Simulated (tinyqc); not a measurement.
From results back to parameters: deformation-potential model of the Delta valleys of a conduction band. Two cases, with inputs chosen for the exercise.

Problem. An ellipsoidal valley with ml > mt has the density-of-states mass m_d = (ml mt^2)^(1/3) and, averaged over equivalent valleys, the conductivity mass m_c = 3/(1/ml + 2/mt).

Case 1.

m_d = 0.3222520 m0
m_c = 0.2585078 m0

Case 2.

m_d = 0.3182718 m0
m_c = 0.2526873 m0

Find: K = ml/mt; mt; ml.

Solution. With K = ml/mt, m_d/m_c = K^(1/3) (2 + 1/K)/3, which rises steadily for K > 1 and so fixes K; then mt = m_d K^(-1/3) and ml = K mt.

Case 1.

K = ml/mt = 4.879
mt = 0.190 m0
ml = 0.927 m0

Case 2.

K = ml/mt = 5.092
mt = 0.185 m0
ml = 0.942 m0

Computed by tinyqc, one run a case: `OMP_NUM_THREADS=1 python tinyqc.py N N+1 out.jsonl` with N = 1050825, 1050981; one thread of a shared Intel(R) Xeon(R) Processor @ 2.30GHz, about 0.01 s a run at most.
